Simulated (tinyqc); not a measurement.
The solidus: solid solubility of a dopant against its melt (retrograde solidus), clustering and the electrically active fraction. Computed by tinyqc, a small Python program. Command: `OMP_NUM_THREADS=1 python tinyqc.py 3007955 3007956 out.jsonl retro walk`. One thread of a shared host (Intel(R) Xeon(R) Processor @ 2.30GHz), about 0.01 s of CPU time with the checks.

Inputs (values chosen for the exercise, of the order of those of gallium in silicon for the solubility):
```
quantity                                   value    unit
melting point of the host T_m               1687       K
heat of melting of the host H_f             50.2  kJ/mol
interaction L of the melt                    3.6  kJ/mol
enthalpy of transfer from melt to solid H  0.679      eV
entropy of transfer S                       -0.5     k_B
site density N0                            5e+22  1/cm^3
```

Constants: R = 8.314462618 J/(mol K); k_B = 8.617333262e-05 eV/K; e = 1.602176634e-19 C; N_A = 6.02214076e+23 1/mol.

Method. x_l and x_s are atom fractions of the dopant in melt and solid; the solid is dilute. Liquidus of the host: R T ln(1 - x_l) + L x_l^2 = -H_f (1 - T/T_m). Distribution: k = x_s/x_l = exp[L (1 - x_l)^2/(R T)] exp(S/k_B - H/(k_B T)), the first factor being the activity coefficient in the melt. Solubility = x_s N0; at T_m x_l = 0. The largest x_s N0 between 900 K and T_m. For an ideal melt with constant heats the maximum has x_l = H_f/(H + H_f), H in the same units.

largest solubility = 6.92680e+19 1/cm^3

temperature of the maximum = 1471.14 K

Against temperature:
```
T (K)      x_l          k  solubility (1/cm^3)  over the maximum
1000   0.94173  0.0002299           1.0824e+19           0.15626
1100   0.89170  0.0004720           2.1044e+19           0.30381
1200   0.81598  0.0008639           3.5248e+19           0.50886
1300   0.70846  0.0014549           5.1537e+19           0.74402
1400   0.56500  0.0023119           6.5312e+19           0.94289
1500   0.38701  0.0035369           6.8440e+19           0.98805
1580   0.22616  0.0048786           5.5166e+19           0.79642
1640   0.09986  0.0061541           3.0726e+19           0.44358
1675   0.02548  0.0070223           8.9456e+18           0.12914
```

Between the first rows the Arrhenius energy of the solubility is 0.63 eV, against H = 0.679 eV; it shrinks to zero at 1471 K and turns negative beyond. A crystal saturated at the maximum precipitates dopant-rich liquid on cooling and on heating alike. Below a eutectic or compound temperature another phase would set the limit.

Extremes, crossings and ranges named in words are read from the listed rows.
